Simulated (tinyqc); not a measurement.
Phonon transmission through an interface between two chains by Green functions: one step, computed by the program tinyqc.

Two semi-infinite chains (masses m_1, m_2; springs k_1, k_2), motion along the chain. The central region holds the end atom of each chain and two interlayer atoms of mass m_b, joined by springs k_b. lambda = omega^2 in eV/(angstrom^2 u); nu = 15.6333042 THz x sqrt(lambda).

Problem. Transmission at the probe frequency. A = lambda M - K - Sigma over the central atoms, with K_ii the sum of the springs at i, K_(i,i+1) = -k_b; G = inverse of A; transmission = Gamma_1 Gamma_2 |G_(first,last)|^2.

Atoms in the interlayer: two.

A (complex symmetric) (eV/angstrom^2):
```
,end of 1,layer 1,layer 2,end of 2
end of 1,0.967312+2.284346i,1.880000,0.000000,0.000000
layer 1,1.880000,-1.026875,1.880000,0.000000
layer 2,0.000000,1.880000,-1.026875,1.880000
end of 2,0.000000,0.000000,1.880000,-0.347682+2.370666i
```

Gamma_1 = 4.568691 eV/angstrom^2

Gamma_2 = 4.741331 eV/angstrom^2

Give: G_(first,last); transmission.

Solution.

G_(first,last) = -0.18989+0.08627i angstrom^2/eV

transmission = 0.94234
